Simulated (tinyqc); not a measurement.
Thermionic-field emission through a Schottky barrier, WKB: two steps of the calculation.

Metal on an n-type semiconductor with one parabolic valley; V > 0 is forward bias (metal positive). Energies E are counted from the conduction edge of the neutral semiconductor, whose Fermi level lies at -xi; that of the metal lies at -xi - V. The barrier is a parabola of height Vd = phi - xi - V (depletion approximation, no image force).

Parameters, values chosen for the exercise; band and dielectric values close to those of gallium arsenide: temperature T = 300 K; electron mass me = 0.0662 m0; relative permittivity eps_r = 12.8; barrier height seen from the metal phi = 0.37 eV; donor density Nd = 1.2e19 cm^-3; bias V = 0.087 V; points of the energy grid nE = 13; upper end of the energy grid Eb = 0.69 eV.

Constants: q = 1.602176634e-19 C, kB = 1.380649e-23 J/K, hbar = 1.054571817e-34 J s, h = 6.62607015e-34 J s, m0 = 9.1093837015e-31 kg, Vt = kB T/q, eps0 = 8.8541878128e-14 F/cm where lengths are in cm. Results are converted to the units shown.

Problem 1. Fermi level, barrier and E00. Nc = 2 (2 pi me m0 kB T/h^2)^1.5 (times 1e-6 for cm^-3); Nd = Nc F12(-xi/Vt), F12(x) = (2/sqrt(pi)) int_0^infinity sqrt(u)/(1 + exp(u - x)) du; E00 = (hbar/2) sqrt(Nd/(me m0 eps0 eps_r)) in SI units (volts). W = sqrt(2 eps0 eps_r Vd/(q Nd)).

Wanted: Nc; xi; Vd; W; E00; E00/Vt.

Solution 1.

Nc = 4.2742e17 cm^-3
xi = -0.28678 eV
Vd = 0.56978 V
W = 8.1960 nm
E00 = 69.869 meV
E00/Vt = 2.7026

By a common rule of thumb, E00/Vt below 0.5 marks thermionic emission, 0.5 to 5 thermionic-field emission and above 5 field emission. By that rule alone: thermionic-field emission; with a high barrier, tunnelling near its top can carry most of the current even below 0.5.

Problem 2. Current density on a coarse grid. For E < Vd, ln T(E) = -(Vd/E00) [sqrt(1 - y) - y ln((1 + sqrt(1 - y))/sqrt(y))], y = E/Vd; T(E) = 1 above. J = A* T (q/kB) int_0^infinity T(E) N(E) dE, N = ln[(1 + exp((-xi - E)/Vt))/(1 + exp((-xi - V - E)/Vt))], A* = 4 pi q me m0 kB^2/h^3 (times 1e-4 for A/(cm^2 K^2)). Simpson's rule on nE equally spaced points from 0 to Eb.

xi = -0.28678485 eV
Vd = 0.56978485 V
E00 = 69.868906 meV

Wanted: E; T(E); N; T(E) N; J.

Solution 2.

```
point	E (eV)	T(E)	N	T(E) N
0	0.00000	2.8728e-4	3.3649	9.6666e-4
1	0.05750	0.0019497	3.3614	0.0065538
2	0.11500	0.0073137	3.3297	0.024352
3	0.17250	0.021583	3.0786	0.066446
4	0.23000	0.053897	2.0314	0.10949
5	0.28750	0.11767	0.64636	0.076055
6	0.34500	0.22838	0.096401	0.022016
7	0.40250	0.39719	0.010921	0.0043377
8	0.46000	0.61929	0.0011873	7.3530e-4
9	0.51750	0.85726	1.2849e-4	1.1015e-4
10	0.57500	1.0000	1.3897e-5	1.3897e-5
11	0.63250	1.0000	1.5030e-6	1.5030e-6
12	0.69000	1.0000	1.6256e-7	1.6256e-7
```

J = 4.9271e5 A/cm^2

The integrand peaks at E = 0.230 eV among these points, 0.40 of the barrier height.

Range of the model: The depletion approximation, a parabolic band and the neglect of image-force lowering make these currents estimates at high doping.

Numbers from tinyqc (`OMP_NUM_THREADS=1 python tinyqc.py 2640040 2640041 out.jsonl`; about 0.01 s on one thread of a shared Intel Xeon 2.30GHz).
